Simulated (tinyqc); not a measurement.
Composition and strain of an epitaxial Si(1-x)Ge(x) layer from Raman and X-ray peaks: one step, computed by the program tinyqc.

A (001) layer, biaxially strained in the plane. The Raman peaks follow empirical lines omega = w0 + c1 x + c3 x^3 + b eps (c3 for Si-Ge alone), with eps the in-plane strain.

Question. X-ray (004) reflection. Bragg angle theta = arcsin(2 lambda/a) for (004), for the substrate with a_sub and the layer with a_perp; separation in arc seconds.

Inputs (values chosen for the exercise, modelled on silicon-germanium): X-ray wavelength = 1.540598 angstrom.

Substrate: germanium.

substrate constant a_sub = 5.658 angstrom

a_perp = 5.536680 angstrom

Give: theta of the substrate; theta of the layer; separation, layer less substrate.

Answer.

theta of the substrate = 33.00 degree

theta of the layer = 33.81 degree

separation, layer less substrate = 2948 arcsec
